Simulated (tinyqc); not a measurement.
# Free and trapped electrons in a MOS channel with a dense trap tail, step by step

Program tinyqc, `OMP_NUM_THREADS=1 python tinyqc.py 2222201 2222202 out.jsonl`; Intel Xeon 2.30GHz, shared host, one thread, about 0.02 s. Printed values are rounded.

p-type body, charge-sheet picture, full ionisation (an idealisation for deep acceptors), Boltzmann statistics for free electrons. e = Ec - EF at the surface. Acceptor-like traps of density D(E) = D0 + De exp(-E/Ew) at depth E below Ec, from 0 to Eu, hold n_t = integral of D(E)/(1 + exp((e - E)/Vt)). psi = Eg - Vt ln(Nv/Na) - e; N_dep = sqrt(2 eps0 eps_r Na (psi - Vt)/q); n_f = sqrt(N_dep^2 + 2 eps0 eps_r Vt Nc exp(-e/Vt)/q) - N_dep; Vg = Vfb + psi + q (N_dep + n_t + n_f)/Cox, Cox = eps0 eox/tox.

Parameters, values chosen for the exercise; band and dielectric values close to those of gallium nitride: temperature T = 475 K; band gap Eg = 3.42 eV; relative permittivity eps_r = 9.66; conduction-band density of states at T Nc = 4.52e18 cm^-3; valence-band density of states at T Nv = 9.22e19 cm^-3; relative permittivity of the insulator eox = 3.9; insulator thickness tox = 39 nm; acceptor density Na = 1.1e17 cm^-3; flat-band voltage without trapped charge Vfb = -2.33 V; constant background density of acceptor-like traps D0 = 3.7e10 cm^-2 eV^-1; density of the tail at the conduction edge De = 5.5e13 cm^-2 eV^-1; decay energy of the tail Ew = 0.12 eV; depth below Ec down to which the traps reach Eu = 0.9 eV; mobility of free electrons mf = 66 cm^2/(V s); Ec - EF at the surface e = 0.079 eV.

Constants: q = 1.602176634e-19 C, kB = 1.380649e-23 J/K, Vt = kB T/q, eps0 = 8.8541878128e-14 F/cm where lengths are in cm. Results are converted to the units shown.

Range of the model: EF lies less than 2 Vt below the band edge, or above it, where degeneracy and confinement, left out, matter.

## Trapped charge

Trapezoid rule on 15 equal steps from 0 to Eu, f = 1/(1 + exp((e - E)/Vt)).

| point | E (eV) | D(E) f (cm^-2 eV^-1) |
|---|---|---|
| 0 | 0 | 6.975883e12 |
| 1 | 0.06 | 1.289074e13 |
| 2 | 0.12 | 1.482541e13 |
| 3 | 0.18 | 1.134696e13 |
| 4 | 0.24 | 7.336797e12 |
| 5 | 0.3 | 4.531192e12 |
| 6 | 0.36 | 2.772395e12 |
| 7 | 0.42 | 1.697447e12 |
| 8 | 0.48 | 1.044302e12 |
| 9 | 0.54 | 6.479865e11 |
| 10 | 0.6 | 4.075859e11 |
| 11 | 0.66 | 2.617722e11 |
| 12 | 0.72 | 1.733313e11 |
| 13 | 0.78 | 1.196892e11 |
| 14 | 0.84 | 8.715351e10 |
| 15 | 0.9 | 6.741964e10 |

n_t = 3.699865e12 cm^-2

With 1600 steps n_t = 3.727e12 cm^-2; the coarse value is 0.74 % below it.

## Charges and gate voltage

psi, N_dep, n_f and Vg as defined, with the n_t given; free share n_f/(n_f + n_t); apparent mobility mf n_f/(n_f + n_t); gate voltage spent on traps q n_t/Cox.

psi = 3.065475 V
N_dep = 1.884729e12 cm^-2
n_f = 7.458769e10 cm^-2
Vg = 10.97584 V
free share = 1.976119 %
apparent mobility = 1.304239 cm^2/(V s)
gate voltage spent on traps = 6.694954 V
